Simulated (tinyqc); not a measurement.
Range and order of the fit: effective mass of the conduction band from tabulated energies.

c = hbar^2/2m0.
Constants: hbar^2/2m0 = 3.80998211 eV angstrom^2.

Energies along [111], from the band edge:
```
k (1/angstrom)    E (meV)
0.000000          0.00000
0.006600          2.49120
0.013200          9.91100
0.019800         22.10400
0.026400         38.82700
0.033000         59.76980
0.039600         84.57870
0.046200        112.87830
0.052800        144.29090
```

reference mass (curvature of the model at k = 0.0001 1/angstrom) = 0.066500 m0

Least-squares fits of E = a k^2 (+ b k^4 + d k^6) over points 1 to n, and the line y = c k^2/E against E; errors of m against the reference.

Results:
```
n  E at point n (meV)  one term (%)  two terms (%)  three terms (%)  line (%)  rms residual, one term (meV)
3                22.1          1.45           0.02             0.00      0.00                         0.049
4                38.8          2.45           0.06             0.00      0.00                         0.146
5                59.8          3.68           0.14             0.01     -0.01                         0.330
6                84.6          5.12           0.28             0.01     -0.01                         0.633
7               112.9          6.74           0.47             0.03     -0.01                         1.084
8               144.3          8.55           0.74             0.07     -0.02                         1.711
```

What does the comparison show?

The error of the parabola goes from +1.45 to +8.55 % as the range widens, and at n = 8 its residual, 1.71 meV, is only 1.2 % of the top energy: a small residual does not vouch for the mass. Over the full range (n = 8) the best form is the line (0.02 %); the line errs by 0.00 % at n = 3 and -0.02 % at n = 8. Without scatter, a narrower range or a second term is the cure: at n = 8 the errors are +8.55, +0.74 and +0.07 % for one, two and three terms. Three terms on three points interpolate exactly.

Computed by tinyqc, a small Python program: `OMP_NUM_THREADS=1 python tinyqc.py 1880595 1880596 out.jsonl` (the numbers bound the seed that draws the inputs); one thread of a shared host (Intel(R) Xeon(R) Processor @ 2.30GHz), about 0.01 s for the whole set of steps.
